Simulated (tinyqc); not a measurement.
Two-mode optical phonons of a ternary alloy from two coupled oscillators: one step, computed by the program tinyqc. Command: `OMP_NUM_THREADS=1 python tinyqc.py 3013726 3013727 out.jsonl twomode walk`. One thread of a shared host (Intel(R) Xeon(R) Processor @ 2.30GHz), about 0.01 s of CPU time with the checks.

An alloy A(x)B(1-x)C has an A-C and a B-C bond oscillator. Each TO frequency moves linearly from the impurity mode (dilute end) to the TO of the pure crystal; each strength is proportional to the number of bonds.

Problem. The two oscillators. omega_1 = (impurity mode of A) + x (omega_TO,AC - impurity mode of A); omega_2 = (impurity mode of B) + (1 - x)(omega_TO,BC - impurity mode of B); eps_inf = x eps_AC + (1 - x) eps_BC; strengths W_1 = x eps_AC (omega_LO,AC^2 - omega_TO,AC^2), W_2 = (1 - x) eps_BC (omega_LO,BC^2 - omega_TO,BC^2).

Inputs (values chosen for the exercise, modelled on GaAs(1-x)P(x), with A-C the GaP-like and B-C the GaAs-like bond):
```
quantity,value,unit
omega_TO of pure AC,367.3,1/cm
omega_LO of pure AC,400.3,1/cm
omega_TO of pure BC,268.8,1/cm
omega_LO of pure BC,293.7,1/cm
eps_inf of AC,9.17,-
eps_inf of BC,10.6,-
impurity mode of A in BC,353.6,1/cm
impurity mode of B in AC,268.8,1/cm
fraction x of A,0.15,-
```

Give: omega_1 (A-C, TO); omega_2 (B-C, TO); eps_inf; W_1; W_2.

Solution.

omega_1 (A-C, TO) = 355.655 1/cm

omega_2 (B-C, TO) = 268.8 1/cm

eps_inf = 10.3855

W_1 = 34843 1/cm^2

W_2 = 1.262e+05 1/cm^2
